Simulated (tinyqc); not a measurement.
Inputs raised by 2 %, one at a time: Koster-Slater impurity in a tight-binding band, by Green functions and by supercells. Computed by tinyqc, a small Python program. Command: `OMP_NUM_THREADS=1 python tinyqc.py 3031204 3031205 out.jsonl kosterslater sens`. One thread of a shared host (Intel(R) Xeon(R) Processor @ 2.30GHz), about 0.2 s of CPU time with the checks.

One orbital per site, e(k) = -2 t sum cos(k_i) over 3 direction(s), band from -6 t to 6 t, lattice constant 1. One site has the extra energy U. Spin is left out.

Inputs (values chosen for the exercise, for a model band):
```
quantity,value,unit
hopping t,1.7,eV
impurity potential U,-11.9,eV
supercell edge N,2,sites
energy inside the band E,-3.95,eV
broadening eta,0.14,eV
impurity concentration c,0.0001,per site
```

Lattice: simple cubic.

Constants: hbar = 6.582119569e-16 eV s.

Method:
- Outside the band G0(E) = (1/pi) int_0^pi dk (2/(pi z)) K(16 t^2/z^2), z = E + 2 t cos k, K the complete elliptic integral with parameter m; 200 Gauss-Legendre points.
- A bound state solves 1/U = G0(E).
- Bisection in ln(distance from the edge) between 1e-5 t and |U| + t. Weight on the impurity site: -1/(U^2 dG0/dE), by a central difference with step min(1e-4 t, distance/30). Decay length along an axis: 1/arccosh(1 + distance/(2 t)).
- Inside the band G0(z), z = E + i eta, comes from the chain form 1/(sqrt(y - 2t) sqrt(y + 2t)) (principal roots) at y = z + 2 t cos k + 2 t cos k', averaged over k and k' in (0, pi) with 200 Gauss-Legendre points each.
- T = U/(1 - U G0); phase shift delta = -arg(1 - U G0) in (-pi, pi]; host density of states -Im G0/pi; on the impurity -Im[G0/(1 - U G0)]/pi; lifetime of a band state hbar/(-2 c Im T).
- In a periodic cell of N sites along each direction with Bloch vector K, the level solves 1/U = N^-d sum_k 1/(E - e(k)), k_i = (2 pi m_i + K_i)/N, m_i = 0..N-1; the outermost root on the side of U is taken (bisection). d is the number of directions. Gamma means K_i = 0, the zone corner K_i = pi, the quarter point K_i = pi/2.
- The error is measured against the isolated level E_b.

Runs:
```
input moved,from,to,distance from the band edge (eV),weight on the impurity site,width between Gamma and the corner (eV),scattering lifetime (fs)
base run,-,-,3.262,0.8482,3.066,770.1
hopping t (eV),1.7,1.734,3.126,0.8405,3.192,763.3
impurity potential U (eV),-11.9,-12.138,3.464,0.8555,3.004,775.3
impurity concentration c (per site),0.0001,0.000102,3.262,0.8482,3.066,755.0
energy inside the band E (eV),-3.95,-4.029,3.262,0.8482,3.066,757.6
broadening eta (eV),0.14,0.1428,3.262,0.8482,3.066,769.5
```

Exponents ln(y'/y) / ln(x'/x):
```
input,distance from the band edge,weight on the impurity site,width between Gamma and the corner,scattering lifetime
hopping t,-2.147,-0.462,2.029,-0.445
impurity potential U,3.045,0.432,-1.033,0.342
impurity concentration c,0.000,0.000,0.000,-1.000
energy inside the band E,0.000,0.000,0.000,-0.827
broadening eta,0.000,0.000,0.000,-0.039
```

Which inputs matter most for each result?

Among the inputs moved here: distance from the band edge answers most in size to impurity potential U (exponent +3.045), next to hopping t (-2.147); its exponent is below 0.0005 for impurity concentration c, energy inside the band E, broadening eta. Weight on the impurity site answers most in size to hopping t (exponent -0.462), next to impurity potential U (+0.432); its exponent is below 0.0005 for impurity concentration c, energy inside the band E, broadening eta. Width between Gamma and the corner answers most in size to hopping t (exponent +2.029), next to impurity potential U (-1.033); its exponent is below 0.0005 for impurity concentration c, energy inside the band E, broadening eta. Scattering lifetime answers most in size to impurity concentration c (exponent -1.000), next to energy inside the band E (-0.827). Its exponent -1.000 in impurity concentration c: independent scatterers.
